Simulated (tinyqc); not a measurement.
# Bandgap voltage reference from two bipolar transistors: output against temperature

Two transistors of area 1 and N carry the same current I. Is(T) = Is (T/T0)^eta exp[(Vg0 q/kB)(1/T0 - 1/T)], VBE1 = Vt ln(I/Is(T)) + I rb, VBE2 = Vt ln(I/(N Is(T))) + I rb/N. The amplifier forces I R1(T) = VBE1 - VBE2 + Vos, with R(T) = R (1 + tc (T - T0)) for both resistors, and the output is Vref = VBE1 + I R2(T). Base currents and the Early effect are neglected.

Vt = kB T/q; I = (Vt ln N + Vos)/(R1(T) - rb (1 - 1/N)).

Inputs (values chosen for the exercise); values of the order met in silicon bipolar transistors:

| symbol | value | unit | meaning |
|---|---|---|---|
| T0 | 300 | K | reference temperature |
| Vg0 | 1.149 | V | band-gap voltage extrapolated to 0 K |
| eta | 3.8 |  | temperature exponent of the saturation current |
| Is | 2.4e-17 | A | saturation current of the unit transistor at T0 |
| N | 8 |  | area ratio of the second transistor |
| R1 | 13 | kohm | resistor across which the difference of VBE falls, at T0 |
| tc | 0 | ppm/K | temperature coefficient of both resistors |
| Vos | -2.7 | mV | offset of the amplifier |
| rb | 0 | ohm | series resistance of the unit transistor |
| R2 | 126.9 | kohm | output resistor at T0 |

Constants: q = 1.602176634e-19 C, kB = 1.380649e-23 J/K. Results are converted to the units shown.

Results:
```
T (K)  I (uA)  VBE1 (V)  I R2 (V)  Vref (V)  Vref - Vref(T0) (mV)  dVref/dT (uV/K)
218    2.7972   0.81554   0.35497    1.1705                4.5868          -15.306
233    3.0040   0.78895   0.38121    1.1702                4.2352          -31.391
253    3.2797   0.75314   0.41619    1.1693                3.4056          -51.293
273    3.5553   0.71695   0.45117    1.1681                2.1936          -69.674
323    4.2445   0.62496   0.53863    1.1636               -2.3342          -110.30
348    4.5892   0.57824   0.58236    1.1606               -5.3194          -128.30
373    4.9338   0.53109   0.62609    1.1572               -8.7386          -145.05
398    5.2784   0.48354   0.66982    1.1534               -12.563          -160.71
423    5.6230   0.43561   0.71355    1.1492               -16.766          -175.42
```

Estimate the missing row, T = 298 K.

Computed row:
```
T (K)  I (uA)  VBE1 (V)  I R2 (V)  Vref (V)  Vref - Vref(T0) (mV)  dVref/dT (uV/K)
298    3.8999   0.67121   0.49490    1.1661               0.18330          -90.840
```

With this row back in the table: VBE1 falls by 1.85 mV/K on average and I R2 rises by 1.75 mV/K. The slope of Vref vanishes at T = 205 K. Between 233 and 398 K Vref spans 16.8 mV, or 87.5 ppm/K by the box method (span over the average over T, over 165 K).

tinyqc, about 0.02 s, one thread, Intel Xeon 2.30GHz (shared host): `OMP_NUM_THREADS=1 python tinyqc.py 2062118 2062119 out.jsonl`
